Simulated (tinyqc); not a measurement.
Three voltage laws: time-dependent dielectric breakdown: cell percolation, Weibull statistics, area scaling and voltage extrapolation. Computed by tinyqc, a small Python program. Command: `OMP_NUM_THREADS=1 python tinyqc.py 3029254 3029255 out.jsonl tddb walk`. One thread of a shared host (Intel(R) Xeon(R) Processor @ 2.30GHz), about 0.01 s of CPU time with the checks.

The oxide is divided into columns of area a^2, each holding m = t_ox/a cells (m is taken as continuous). A share lambda(t) = (t/t_1)^alpha of the cells is defective, and a column whose cells are all defective breaks down.

Inputs (values chosen for the exercise, for a model gate oxide): oxide thickness t_ox = 4.3 nm; defect cell size a = 1.3 nm; exponent alpha of defect growth = 0.68; time t_1 at which the occupied share would reach 1 = 1.5e+09 s; test area A = 10000 um^2; product area A_u = 3e+06 um^2; stress voltage V = 4.9 V; use voltage V_u = 2.3 V; local exponent n = -d ln t/d ln V at the stress voltage = 36; activation energy E_a = 0.82 eV; stress temperature T = 140 C; use temperature T_u = 100 C; allowed failure fraction F = 0.01.

Voltage law used: power.

Constants: k_B = 8.617333262e-05 eV/K.

Method:
- Failure fraction F = 1 - (1 - lambda^m)^N with N = A/a^2 columns, which for small lambda^m is 1 - exp(-(t/t63)^beta) with beta = alpha m and t63 = t_1 N^(-1/beta); critical share lambda(t63) = N^(-1/m). 1 um^2 = 1e6 nm^2.
- All three voltage laws share the slope n at the stress voltage. Factor t(V_u)/t(V): E law exp(n (1 - V_u/V)); 1/E law exp(n (V/V_u - 1)); power law (V/V_u)^n.
- Temperatures in kelvin are T(C) + 273.15.
- Temperature factor exp[(E_a/k_B)(1/T_u - 1/T)]; area factor (A/A_u)^(1/beta); percentile factor (-ln(1 - F))^(1/beta); life = t63 x all four; 1 year = 3.15576e7 s.
- Life = t63 x voltage, temperature, area and percentile factors, the last three as above.

projected life = 1.73740e+08 years

voltage factor = 6.68124e+11

Log10 of the life in years:
```
V_u/V  V_u (V)    E law  1/E law  power law
1.00     4.900  -3.5850   -3.585     -3.585
0.95     4.655  -2.8032   -2.762     -2.783
0.90     4.410  -2.0215   -1.848     -1.938
0.80     3.920  -0.4580    0.324     -0.096
0.70     3.430   1.1054    3.116      1.992
0.60     2.940   2.6689    6.838      4.402
0.50     2.450   4.2323   12.050      7.252
0.40     1.960   5.7958   19.867     10.741
```

What does the comparison show, and why?

At V_u/V = 0.9 the laws differ by 0.17 decades at most, and at 0.5 by 7.8. The E law is the most cautious and the 1/E law the most hopeful. Ten years are reached at V_u/V = 0.707 (E), 0.773 (1/E), 0.746 (power). Caution: t_1 is an input here; in a real oxide it changes with thickness at fixed voltage. Caution: a voltage factor of more than nine decades rests wholly on the chosen law and cannot be tested. Caution: the rows at low voltage extrapolate over many decades and cannot be tested.
